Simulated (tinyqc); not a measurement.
Range and order of the fit: effective mass of the conduction band from tabulated energies.

c = hbar^2/2m0. A uniform scatter of up to 0.1 meV has been added to mimic numerical noise.
Constants: hbar^2/2m0 = 3.80998211 eV angstrom^2.

Energies along [100], from the band edge:
```
k (1/angstrom)   E (meV)
0.000000         0.00000
0.003500         1.87040
0.007000         7.17080
0.010500        15.86950
0.014000        27.22900
0.017500        41.19460
0.021000        57.16540
0.024500        74.84670
0.028000        93.76390
```

reference mass (curvature of the model at k = 0.0001 1/angstrom) = 0.025600 m0

Least-squares fits of E = a k^2 (+ b k^4 + d k^6) over points 1 to n, and the line y = c k^2/E against E; errors of m against the reference.

Results:
```
n  E at point n (meV)  one term (%)  two terms (%)  three terms (%)  line (%)  rms residual, one term (meV)
3                15.9          3.05          -0.15            -4.36     -2.47                         0.085
4                27.2          5.97          -0.73            -0.08     -2.14                         0.293
5                41.2          8.90           0.39            -1.33     -1.78                         0.554
6                57.2         12.19           1.26            -0.58     -1.53                         0.973
7                74.8         15.76           2.27            -0.09     -1.33                         1.548
8                93.8         19.66           3.31             0.52     -1.21                         2.322
```

What can be read from this table?

The error of the parabola goes from +3.05 to +19.66 % as the range widens, and at n = 8 its residual, 2.32 meV, is only 2.5 % of the top energy: a small residual does not vouch for the mass. Over the full range (n = 8) the best form is three terms (0.52 %); the line errs by -2.47 % at n = 3 and -1.21 % at n = 8. Many terms on few points amplify the scatter: three terms err by -4.4 % at n = 3 but by +0.5 % at n = 8.

(tinyqc, `OMP_NUM_THREADS=1 python tinyqc.py 1850360 1850361 out.jsonl`, Intel(R) Xeon(R) Processor @ 2.30GHz, 1 thread, shared host, about 0.01 s.)
